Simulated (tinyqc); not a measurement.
Inside a calculation: static screening by free carriers. Values are carried at full precision from step to step, so a last printed digit may differ when a step is redone from the rounded ones.

kF = (3 pi^2 n/Mv)^(1/3), EF = c kF^2/m with c = hbar^2/2m0, n in 1/angstrom^3 (1e-24 per 1/cm^3), e2 = e^2/(4 pi eps0). Thomas-Fermi: qTF^2 = 6 pi e2 n/(eps EF). Debye: qD^2 = 4 pi e2 n/(eps kB T).

Constants: hbar^2/2m0 = 3.80998211 eV angstrom^2; e^2/(4 pi eps0) = 14.39964547 eV angstrom; kB = 8.617333262e-05 eV/K; a0 (Bohr radius) = 0.5291772105 angstrom.

Parameters, chosen for this exercise (a free-electron density near that of Ag; shifted at random, so the results belong to these values and not to a real crystal):
- n = 5.72e+22 1/cm^3 (carrier density)
- m = 1 m0 (mass of one isotropic valley)
- Mv = 1 (valleys)
- eps = 1 (background dielectric constant)
- T = 300 K
- q = 3.53 1/angstrom (wave vector)

## Fermi and screening wave vectors

Also the effective Bohr radius aB = a0 eps/m and rs = (3/(4 pi n))^(1/3)/aB.

kF = 1.1920 1/angstrom
EF at 0 K = 5413 meV
EF/kT = 209
qTF = 1.6935 1/angstrom
qD = 20.009 1/angstrom
aB = 0.5292 angstrom
rs = 3.04

The gas is degenerate, so the Thomas-Fermi value applies. With rs above 1 exchange and correlation, left out here, are not small.

## Lindhard function at one q

Lindhard at zero temperature: eps(q)/eps = 1 + (qTF/q)^2 L(x), x = q/(2 kF), L(x) = 1/2 + ((1 - x^2)/(4x)) ln|(1 + x)/(1 - x)|.

Compare with Thomas-Fermi, 1 + (qTF/q)^2.

x = 1.4807
L(x) = 0.1696
eps(q)/eps, Lindhard = 1.039
eps(q)/eps, Thomas-Fermi = 1.230

The carriers respond with 17 % of their long-wave strength at this q, beyond 2 kF, where no pair of states on the Fermi surface is joined by q.

## Checks

- L(x) at x = 0.7 against the integral over the Fermi sphere: both 0.81595.

(tinyqc, `OMP_NUM_THREADS=1 python tinyqc.py 1681002 1681003 out.jsonl`, Intel(R) Xeon(R) Processor @ 2.30GHz, 1 thread, shared host, about 0.01 s.)
